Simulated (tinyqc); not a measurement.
# One-diode model of a solar cell: what changes with what

J is the current delivered and Vj = V + J Rs the junction voltage. J = X JL - J01 (exp(Vj/(n1 Vt)) - 1) - Vj/Rp. The photocurrent does not depend on voltage.

Values chosen for this exercise; values of the order met in cells of gallium arsenide: temperature T = 300 K; photocurrent at one sun JL = 24.1 mA/cm^2; concentration X = 1 suns; saturation current of the diode J01 = 9.9e-18 A/cm^2; ideality factor of the diode n1 = 1.1; series resistance Rs = 0 ohm cm^2; shunt resistance Rp = 30000 ohm cm^2; incident power at one sun Pin = 100 mW/cm^2.

Constants: q = 1.602176634e-19 C, kB = 1.380649e-23 J/K, Vt = kB T/q. Results are converted to the units shown.

Each table varies one quantity; the others keep the values above.

## Effect of the shunt resistance

Jsc at V = 0, Voc at J = 0, the maximum power point where J (1 + 2 Rs G) = G Vj with G = -dJ/dVj; FF = Vmp Jmp/(Voc Jsc); efficiency Vmp Jmp/(X Pin). Empirical fill factor without parasitics FF0 = (v - ln(v + 0.72))/(v + 1), v = Voc/(n1 Vt).

The same in every row: Jsc (mA/cm^2) = 24.10.

Effect of the shunt resistance:
```
Rp (ohm cm^2)  Voc (V)  Vmp (V)  Jmp (mA/cm^2)      FF  efficiency (%)     FF0
30              0.7230   0.3615          12.05  0.2500           4.356  0.8386
100             0.9924   0.8726          15.16  0.5533           13.23  0.8726
300              1.003   0.9002          20.55  0.7649           18.49  0.8737
1000             1.006   0.9060          22.52  0.8411           20.40  0.8739
3000             1.007   0.9074          23.08  0.8630           20.95  0.8740
10000            1.007   0.9079          23.28  0.8707           21.14  0.8741
30000            1.007   0.9080          23.34  0.8729           21.19  0.8741
1e5              1.007   0.9081          23.36  0.8737           21.21  0.8741
```

As Rp goes from 30 to 1e5, Voc rises from 0.723 to 1.01 V, FF rises from 0.250 to 0.874 and the efficiency rises from 4.36 to 21.2 %. Voc changes by 0.0531 mV a decade between the last two rows and 515 mV between the first two. For Rp = 30, 100 the shunt carries over 0.3 of the photocurrent at open circuit, so it pulls Voc down and FF towards the 1/4 of a resistor.

## Effect of the series resistance

Same model as above.

The same in every row: Voc (V) = 1.0074; FF0 = 0.87406.

Results:
```
Rs (ohm cm^2)  Jsc (mA/cm^2)  Vmp (V)  Jmp (mA/cm^2)       FF  efficiency (%)
0                     24.100  0.90804         23.340  0.87290          21.193
0.05                  24.100  0.90694         23.338  0.87178          21.166
0.25                  24.100  0.90256         23.331  0.86730          21.057
0.55                  24.100  0.89598         23.320  0.86058          20.894
1.2                   24.099  0.88179         23.295  0.84606          20.541
2.7                   24.098  0.84928         23.231  0.81266          19.729
6                     24.095  0.77931         23.048  0.73993          17.961
```

Estimate the missing row, Rs = 0.11 ohm cm^2.

Computed row:
```
Rs (ohm cm^2)  Jsc (mA/cm^2)  Vmp (V)  Jmp (mA/cm^2)       FF  efficiency (%)
0.11                  24.100  0.90563         23.336  0.87043          21.134
```

With this row back in the table: As Rs goes from 0 to 6, Voc stays at 1.01 V, FF falls from 0.873 to 0.740 and the efficiency falls from 21.2 to 18.0 %. Voc does not depend on Rs, since no current flows through it at open circuit; between the first two rows FF drops by 1.07 times rs = Rs Jsc/Voc in relative terms.

Computed by the program tinyqc: `OMP_NUM_THREADS=1 python tinyqc.py 2280040 2280041 out.jsonl`, one thread of a shared Intel Xeon 2.30GHz, about 0.01 s for the whole run.
